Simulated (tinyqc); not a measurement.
Carrier lifetime of an n-type layer with SRH, radiative, Auger and surface recombination: two steps of the calculation.

Uniform excess density dn = dp (no trapping), n = n0 + dn, p = p0 + dn, Boltzmann statistics, full ionisation. Surfaces enter as a rate 2 S dn/d, which holds while diffusion to them is fast.

Inputs (values chosen for the exercise); band and dielectric values close to those of indium phosphide:
- T = 400 K (temperature)
- Eg = 1.34 eV (band gap)
- Nc = 8.74e17 cm^-3 (conduction-band density of states at T)
- Nv = 1.68e19 cm^-3 (valence-band density of states at T)
- B = 1.2e-10 cm^3/s (radiative coefficient)
- N = 4.6e16 cm^-3 (donor density)
- Cn = 3.6e-30 cm^6/s (Auger coefficient (two electrons))
- Cp = 3.1e-30 cm^6/s (Auger coefficient (two holes))
- Nt = 4.9e12 cm^-3 (trap density)
- sn = 5e-15 cm^2 (capture cross-section for electrons)
- sp = 8e-15 cm^2 (capture cross-section for holes)
- vth = 1.6e7 cm/s (thermal velocity (both carriers))
- Et = 0.74 eV (trap level below the conduction band)
- S = 0 cm/s (surface recombination velocity (both faces))
- d = 5 um (sample thickness)
- G = 1e22 cm^-3 s^-1 (generation rate)

Constants: q = 1.602176634e-19 C, kB = 1.380649e-23 J/K, Vt = kB T/q. Results are converted to the units shown.

Problem 1. Equilibrium densities and SRH constants. ni = sqrt(Nc Nv) exp(-Eg/(2 Vt)), Eg in volts; majority density N/2 + sqrt(N^2/4 + ni^2), n0 p0 = ni^2; n1 = Nc exp(-Et/Vt), p1 = Nv exp((Et - Eg)/Vt); tn0 = 1/(sn vth Nt), tp0 = 1/(sp vth Nt).

Give: ni; n0; p0; n1; p1; tn0; tp0.

Solution 1.

ni = 1.386e10 cm^-3
n0 = 4.600e16 cm^-3
p0 = 4176 cm^-3
n1 = 4.149e8 cm^-3
p1 = 4.631e11 cm^-3
tn0 = 2.551e-6 s
tp0 = 1.594e-6 s

Problem 2. New dn. With e = n p - ni^2 = dn (n0 + p0 + dn): U_SRH = e/(tp0 (n + n1) + tn0 (p + p1)), U_rad = B e, U_Aug = (Cn n + Cp p) e, U_s = 2 S dn/d. Substitution: tau = dn/U with U the sum, dn(new) = G tau.

dn after iteration 1 = 1.6226633e15 cm^-3
n0 = 4.6e16 cm^-3
p0 = 4176.4373 cm^-3
n1 = 4.1487932e8 cm^-3
p1 = 4.6306505e11 cm^-3
tn0 = 2.5510204e-6 s
tp0 = 1.5943878e-6 s

Find: U_SRH; U_rad; U_Aug; U_s; tau; dn after iteration 2.

Solution 2.

U_SRH = 9.651e20 cm^-3 s^-1
U_rad = 9.273e21 cm^-3 s^-1
U_Aug = 1.364e19 cm^-3 s^-1
U_s = 0 cm^-3 s^-1
tau = 1.583e-7 s
dn after iteration 2 = 1.583e15 cm^-3

tinyqc, about 0.01 s, one thread, Intel Xeon 2.30GHz (shared host): `OMP_NUM_THREADS=1 python tinyqc.py 2300063 2300064 out.jsonl`
